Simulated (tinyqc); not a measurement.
k.p theory built from an empirical-pseudopotential calculation at Gamma: sweeps and comparisons. A value that a table varies takes the place of the one given here.

Empirical pseudopotential on the fcc lattice, atoms at +/- tau, tau = a (1,1,1)/8, no spin-orbit coupling. H(G,G') = c (2 pi/a)^2 |k + G|^2 delta + VS(q) cos(q.tau) + i VA(q) sin(q.tau), q = G - G', c = hbar^2/2m0; k and G in units of 2 pi/a; VS at |q|^2 = 3, 8, 11 and VA at 3, 4, 11, in rydberg, zero elsewhere. The basis is fixed: all 59 G with |G|^2 up to Gcut. Energies are counted from the fourth level at Gamma.

k.p in the lowest n states at Gamma: H_nm = (E_n + c k^2) delta + 2 c k.<n|G|m>, k in 1/angstrom; with all states of the basis it is exact.

Empirical pseudopotential on the fcc lattice, atoms at +/- tau, tau = a (1,1,1)/8, no spin-orbit coupling. H(G,G') = c (2 pi/a)^2 |k + G|^2 delta + VS(q) cos(q.tau) + i VA(q) sin(q.tau), q = G - G', c = hbar^2/2m0; k and G in units of 2 pi/a; VS at |q|^2 = 3, 8, 11 and VA at 3, 4, 11, in rydberg, zero elsewhere. The basis holds all G with |G|^2 up to a cut-off. Energies are counted from the fourth level at Gamma.

For a multiplet A of d_A states, W(B) = (4 c/(3 d_A)) sum over n in A, m in B and i = x, y, z of |<n|G_i|m>|^2 (G in 1/angstrom, <n|G_i|m> = sum_G c_n(G)* G_i c_m(G)); the mean inverse mass of A is 1 + sum_B W(B)/(E_A - E_B). Multiplets with W = 0 are left out.

Valence parameters: D(u) = c + 4 c^2 sum_m <n|u.G|m><m|u.G|n'>/(0 - E_m) on the valence triplet, in units of c, has eigenvalues L, M, M along [100] and (L + 2M + 2N)/3, (L + 2M - N)/3 twice along [111]; g1 = -(L + 2M)/3, g2 = -(L - M)/6, g3 = -N/6.

Constants: hbar^2/2m0 = 3.80998211 eV angstrom^2; Ry = 13.60569312 eV.

Inputs chosen for the exercise (near those of Ge; the results hold for these values, not for the real material): a = 5.652 angstrom (lattice constant); VS = (-0.227, 0.009, 0.061) Ry (symmetric form factors); VA = (0, 0, 0) Ry (antisymmetric form factors); Gcut = 12 (2 pi/a)^2 (largest |G|^2 of the fixed basis); VS3 = -0.227 Ry; VS8 = 0.009 Ry; VS11 = 0.061 Ry; VA3 = 0 Ry; VA4 = 0 Ry; VA11 = 0 Ry.

## How many bands a k.p model needs: band 5 from Gamma to L

Band 5 (counted from below) at k = f (0.5, 0.5, 0.5) 2 pi/a; n ends on whole multiplets.

Energies (eV):

| f | n = 8 | n = 15 | n = 27 | n = 59 (exact) |
|---|---|---|---|---|
| 0.000 | 1.272 | 1.272 | 1.272 | 1.272 |
| 0.125 | 1.802 | 1.783 | 1.782 | 1.782 |
| 0.250 | 2.358 | 2.039 | 2.034 | 2.033 |
| 0.375 | 2.800 | 1.841 | 1.829 | 1.826 |
| 0.500 | 3.276 | 1.564 | 1.544 | 1.538 |
| 0.625 | 3.842 | 1.324 | 1.293 | 1.284 |
| 0.750 | 4.513 | 1.153 | 1.109 | 1.095 |
| 0.875 | 5.297 | 1.062 | 1.001 | 0.981 |
| 1.000 | 6.196 | 1.056 | 0.972 | 0.945 |

With n = 8 the band stays within 0.05 eV of the exact one up to f = 0.125 (error at L: +5.251 eV). With n = 15 the band stays within 0.05 eV of the exact one up to f = 0.625 (error at L: +0.111 eV). With n = 27 the band stays within 0.05 eV of the exact one over the whole line (error at L: +0.027 eV). A smaller basis can only raise a level. The exact band has its minimum on these points at f = 1.000; n = 8 puts it at f = 0.000.

## Convergence with the plane-wave basis

E_s is the lowest empty singlet, Ep its W to the valence triplet, m its mass.

Results:

| cut-off | plane waves | E_s (eV) | Ep (eV) | m (m0) | g1 | g2 | g3 |
|---|---|---|---|---|---|---|---|
| 8 | 27 | 1.075 | 20.10 | 0.0509 | 8.50 | 2.68 | 3.67 |
| 11 | 51 | 1.245 | 20.08 | 0.0585 | 7.56 | 2.35 | 3.17 |
| 12 | 59 | 1.272 | 20.07 | 0.0597 | 7.55 | 2.26 | 3.14 |
| 16 | 65 | 1.272 | 20.07 | 0.0597 | 7.56 | 2.25 | 3.14 |
| 19 | 89 | 1.264 | 20.08 | 0.0593 | 7.59 | 2.28 | 3.16 |
| 20 | 113 | 1.251 | 20.09 | 0.0588 | 7.64 | 2.30 | 3.19 |
| 24 | 137 | 1.251 | 20.10 | 0.0587 | 7.64 | 2.30 | 3.19 |

Against the last row, E_s errs most, by -0.176 eV, at cut-off 8, and by 0.000 eV in the last row but one. Ep varies by 0.2 % over the table and m by 15.1 %: the mass, near E_s/Ep, inherits the errors of both. Local form factors fix the converged values only roughly. The gap is a difference of two levels, so it need not converge steadily, and here it does not.

## What each form factor does (empirical-pseudopotential levels)

Lowest empty singlet and triplet at Gamma and the valence width there (fixed basis); lowest empty level at X = (1,0,0) and L = (1/2,1/2,1/2) from the valence top, these levels and that top with all |k + G|^2 up to 21. Singlet and triplet count orbital degeneracy. VS3 is VS at |q|^2 = 3, and so on. The row for a keeps the form factors fixed, so it is no model of a real expansion, which changes them too. Each row changes one parameter from the base and keeps the others.

Results:

| case | singlet (eV) | triplet (eV) | X (eV) | L (eV) | width (eV) |
|---|---|---|---|---|---|
| base | 1.272 | 3.470 | 1.095 | 0.927 | 12.058 |
| a = 5.709 angstrom | 1.284 | 3.493 | 1.219 | 1.005 | 11.776 |
| VS3 = -0.237 Ry | 1.181 | 3.612 | 1.340 | 1.028 | 12.020 |
| VS8 = -0.001 Ry | 0.739 | 3.528 | 1.008 | 0.675 | 12.165 |
| VS11 = 0.051 Ry | 0.707 | 3.235 | 0.818 | 0.544 | 12.256 |
| VA3 = 0.03 Ry | 1.324 | 3.504 | 0.822 | 0.937 | 12.067 |
| VA4 = 0.03 Ry | 1.232 | 3.568 | 0.690 | 0.988 | 12.061 |
| VA11 = 0.03 Ry | 1.126 | 3.422 | 0.754 | 0.851 | 12.086 |

The largest shifts from the base row, up to three for each result and ties (the steps differ in size, so this ranks the rows, not the parameters). singlet (eV): VS11 -0.565, VS8 -0.533, VA11 -0.146. triplet (eV): VS11 -0.235, VS3 +0.142, VA4 +0.098. X (eV): VA4 -0.405, VA11 -0.341, VS11 -0.277. L (eV): VS11 -0.383, VS8 -0.252, VS3 +0.101. width (eV): a -0.283, VS11 +0.198, VS8 +0.107. In a diamond crystal a small VA enters the levels at Gamma and L only in second order, by symmetry, but splits the degenerate pair at X in first order.

Run: tinyqc, `OMP_NUM_THREADS=1 python tinyqc.py 1081259 1081260 out.jsonl`; Intel(R) Xeon(R) Processor @ 2.30GHz, one thread, shared host; about 0.3 s of CPU time with all checks.
